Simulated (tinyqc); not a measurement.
# Inputs raised by 5 %, one at a time

Model: bottom-up copper filling of a trench by curvature-enhanced accelerator coverage. Computed by tinyqc, a small Python program. Command: `OMP_NUM_THREADS=1 python tinyqc.py 3017252 3017253 out.jsonl superfill sens`. One thread of a shared host (Intel(R) Xeon(R) Processor @ 2.30GHz), about 0.05 s of CPU time with the checks.

A rectangular trench keeps vertical walls and a flat floor. An accelerator floats on the surface; where area is lost in the corners it is passed on to the floor.

Inputs (values chosen for the exercise, close to those used for damascene copper plating):

| quantity | value | unit |
|---|---|---|
| trench width w | 68 | nm |
| aspect ratio h/w | 1 | - |
| exchange current of the suppressed surface i_0 | 0.023 | mA/cm^2 |
| exchange current of the accelerated surface i_1 | 1.4 | mA/cm^2 |
| transfer coefficient alpha | 0.39 | - |
| overpotential eta | 0.16 | V |
| starting coverage theta_0 | 0.0054 | - |
| adsorption rate k_a | 3.5e-05 | 1/s |
| cupric ion concentration C | 0.46 | mol/l |
| diffusivity D | 4.3e-06 | cm^2/s |
| boundary layer delta | 40 | um |
| temperature T | 298 | K |

Constants: e = 1.602176634e-19 C; N_A = 6.02214076e+23 1/mol; k_B = 8.617333262e-05 eV/K.

Method. Kinetic current i_k = [i_0 (1 - theta) + i_1 theta] exp(alpha eta/(k_B T)), limit i_L = 2 F D C/delta, i = 1/(1/i_k + 1/i_L); velocity v = i Omega/(2F), Omega = 7.11 cm^3/mol, F = e N_A. Depletion inside the trench is ignored. Half width x, floor height y, depth h = aspect ratio x w. dx/dt = -v_s, dy/dt = v_b. d theta_b/dt = k_a (1 - theta_b) + [theta_s v_b + theta_b v_s]/x: the floor takes the accelerator of the wall it covers and keeps its own as it narrows. d theta_s/dt = k_a (1 - theta_s). theta_b is capped at 1. Integrate (tolerance 1e-9) until the walls meet (x = 0.02 w/2) or the floor passes the original mouth y = h. Start: x = w/2, y = 0, theta_b = theta_s = theta_0. Height filled = y/h, opening left = x/(w/2).

Runs:

| input moved | from | to | time at the end (s) | opening left, as a share of w | ratio v(1)/v(theta_0) | share of the height filled from the floor |
|---|---|---|---|---|---|---|
| base run | - | - | 206.42 | 0.10512 | 39.571 | 1 |
| trench width w (nm) | 68 | 71.4 | 215.19 | 0.10627 | 39.571 | 1 |
| aspect ratio h/w | 1 | 1.05 | 208.33 | 0.09565 | 39.571 | 1 |
| exchange current of the suppressed surface i_0 (mA/cm^2) | 0.023 | 0.02415 | 201.78 | 0.09987 | 38.143 | 1 |
| exchange current of the accelerated surface i_1 (mA/cm^2) | 1.4 | 1.47 | 202.48 | 0.10910 | 40.751 | 1 |
| starting coverage theta_0 | 0.0054 | 0.00567 | 203.98 | 0.10792 | 39.095 | 1 |
| boundary layer delta (um) | 40 | 42 | 206.48 | 0.10498 | 39.297 | 1 |
| cupric ion concentration C (mol/l) | 0.46 | 0.483 | 206.35 | 0.10526 | 39.835 | 1 |

Exponents ln(y'/y) / ln(x'/x):

| input | time at the end | opening left, as a share of w | ratio v(1)/v(theta_0) | share of the height filled from the floor |
|---|---|---|---|---|
| trench width w | 0.853 | 0.222 | 0.000 | 0 |
| aspect ratio h/w | 0.189 | -1.935 | 0.000 | 0 |
| exchange current of the suppressed surface i_0 | -0.465 | -1.052 | -0.753 | 0 |
| exchange current of the accelerated surface i_1 | -0.395 | 0.761 | 0.602 | 0 |
| starting coverage theta_0 | -0.244 | 0.539 | -0.248 | 0 |
| boundary layer delta | 0.007 | -0.028 | -0.142 | 0 |
| cupric ion concentration C | -0.006 | 0.026 | 0.136 | 0 |

Which inputs matter most for each result?

Among the inputs moved here: time at the end answers most in size to trench width w (exponent +0.853), next to exchange current of the suppressed surface i_0 (-0.465). Opening left, as a share of w answers most in size to aspect ratio h/w (exponent -1.935), next to exchange current of the suppressed surface i_0 (-1.052). Ratio v(1)/v(theta_0) answers most in size to exchange current of the suppressed surface i_0 (exponent -0.753), next to exchange current of the accelerated surface i_1 (+0.602); its exponent is below 0.0005 for trench width w, aspect ratio h/w. share of the height filled from the floor hardly depends on these (all exponents below 0.005).

Caution (all rows): real profiles develop slanted corners, and accelerator is consumed; both are left out.
